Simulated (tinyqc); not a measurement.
## Pinning factor and decay constant from two barriers

Inverse problem. phiB = S (phiM - chi) + (1 - S)(Eg - E0) with S = 1/(1 + (1/S0 - 1) exp(-be ti)). Find S0, S at the given thickness and be.

Values chosen for this exercise; semiconductor values close to those of silicon; interlayer mass of the order of that in lanthanum oxide, offset chosen freely:

| symbol | value | unit | meaning |
|---|---|---|---|
| Eg | 1.16 | eV | band gap |
| chi | 4.05 | eV | electron affinity |
| E0 | 0.37 | eV | charge-neutrality level above the valence band |
| phiM | 4.29 | eV | metal work function |

phiB at ti = 0, 0.3 nm (eV): [0.647, 0.57923750]

Solution. Each barrier gives its S by linear interpolation between the pinned and the unpinned value; the ratio of the two values of 1/S - 1 is exp(be ti).

S0 = 0.260
S = 0.383
be = 1.90 1/nm

Numbers from tinyqc (`OMP_NUM_THREADS=1 python tinyqc.py 2270078 2270079 out.jsonl`; about 0.02 s on one thread of a shared Intel Xeon 2.30GHz).
